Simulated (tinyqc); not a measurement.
# Changing the line length L

Model: electromigration in a confined line: Blech product, Korhonen stress evolution and Black's law. Computed by tinyqc, a small Python program. Command: `OMP_NUM_THREADS=1 python tinyqc.py 3010306 3010307 out.jsonl emigr sweep`. One thread of a shared host (Intel(R) Xeon(R) Processor @ 2.30GHz), about 0.01 s of CPU time with the checks.

The electron wind pushes atoms from the cathode (x = 0) to the anode (x = L); blocking ends build a back stress (tension positive). The input rho is taken not to change with temperature. d sigma/dt = d/dx [kappa (d sigma/dx + G)], with zero flux at both ends and sigma = sigma_0 at t = 0.

Inputs (values chosen for the exercise, close to those used for ruthenium lines):

| quantity | value | unit |
|---|---|---|
| resistivity rho | 11.7 | micro-ohm cm |
| atomic volume Omega | 13.6 | angstrom^3 |
| effective charge number Z* | 1.2 | - |
| prefactor D0 | 5.5e-07 | m^2/s |
| activation energy E | 1.38 | eV |
| effective modulus B | 70 | GPa |
| critical stress sigma_c | 480 | MPa |
| initial stress sigma_0 | 86 | MPa |
| current density j | 3.7 | MA/cm^2 |
| test temperature T | 220 | C |

Start: thermal stress.

Constants: e = 1.602176634e-19 C; k_B = 8.617333262e-05 eV/K; k_B = 1.380649e-23 J/K.

Method:
- G = Z* e rho j/Omega; D = D0 exp(-E/(k_B T)); kappa = D B Omega/(k_B T); drift velocity of an unconfined line v = D Z* e rho j/(k_B T). SI: 1 micro-ohm cm = 1e-8 ohm m, 1 MA/cm^2 = 1e10 A/m^2.
- Temperatures in kelvin are T(C) + 273.15.
- At steady state sigma(x) = sigma_0 + G (L/2 - x). A void forms only if the cathode stress reaches sigma_c, that is if j L exceeds (j L)_c = 2 Omega (sigma_c - sigma_0)/(Z* e rho). Time scale tau = L^2/kappa.
- sigma(x, t) = sigma_0 + G L [1/2 - x/L - 4 sum_(m odd) cos(m pi x/L) exp(-m^2 pi^2 s)/(m pi)^2], s = t/tau, summed to m = 399.
- Solve sigma(0, t) = sigma_c for s; the semi-infinite estimate is t = (pi/kappa) ((sigma_c - sigma_0)/(2 G))^2.

One run for each value:

| line length L (um) | nucleation time (h) | semi-infinite estimate (h) | j L (A/cm) | steady cathode stress (MPa) |
|---|---|---|---|---|
| 20 | 15262 | 14906 | 7.400e+03 | 698 |
| 32 | 14907 | 14906 | 1.184e+04 | 1065 |
| 50 | 14906 | 14906 | 1.850e+04 | 1616 |
| 80 | 14906 | 14906 | 2.960e+04 | 2534 |
| 130 | 14906 | 14906 | 4.810e+04 | 4064 |
| 200 | 14906 | 14906 | 7.400e+04 | 6206 |
| 320 | 14906 | 14906 | 1.184e+05 | 9878 |

Over the rows, nucleation time (h) falls from 15300 to 14900, flat over part of the range. At the high end the exponent of nucleation time is 0.00, close to 0: the far end is not felt. The ratio of nucleation time to semi-infinite estimate falls from 1.02 to 1.00: short lines feel the back stress, and the time diverges as j L approaches the critical product. Lines below it form no void. Left out: 8.00, 13.0 (a listed quantity is not defined there). Left out: 500 (the series is not converged at so short a time).

Caution (all rows): a steady stress above sigma_c is formal, since a void forms first.
